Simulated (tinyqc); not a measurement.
# Magnetoresistance against angle

Conductance G = G0 (1 + P1 P2 cos(phi)) at low bias, phi the angle between the magnetisations, normalised to Rp = RA/area at phi = 0.

Inputs (values chosen for the exercise): diameter Dm = 41 nm; spin polarisation of the reference layer P1 = 0.67; spin polarisation of the free layer P2 = 0.59; resistance-area product, parallel state RA = 7.2 ohm um^2.

Results:
```
phi (degree)	R (kohm)	R/Rp - 1 (%)	share of the full TMR (%)
0	5.453	0	0
20	5.548	1.738	1.330
45	5.947	9.049	6.921
90	7.609	39.53	30.23
110	8.799	61.34	46.92
135	10.56	93.66	71.64
160	12.11	122.0	93.31
180	12.58	130.7	100.0
```

Estimate the missing row, phi = 70 degree.

Computed row:
```
phi (degree)	R (kohm)	R/Rp - 1 (%)	share of the full TMR (%)
70	6.703	22.91	17.52
```

With this row back in the table: R rises from 5.45 to 12.6 kohm, TMR0 = 131 %. It is the conductance that follows cos(phi), so at 90 degrees R has covered only (1 - P1 P2)/2 = 30.2 % of its range.

tinyqc, about 0.01 s, one thread, Intel Xeon 2.30GHz (shared host): `OMP_NUM_THREADS=1 python tinyqc.py 2450141 2450142 out.jsonl`
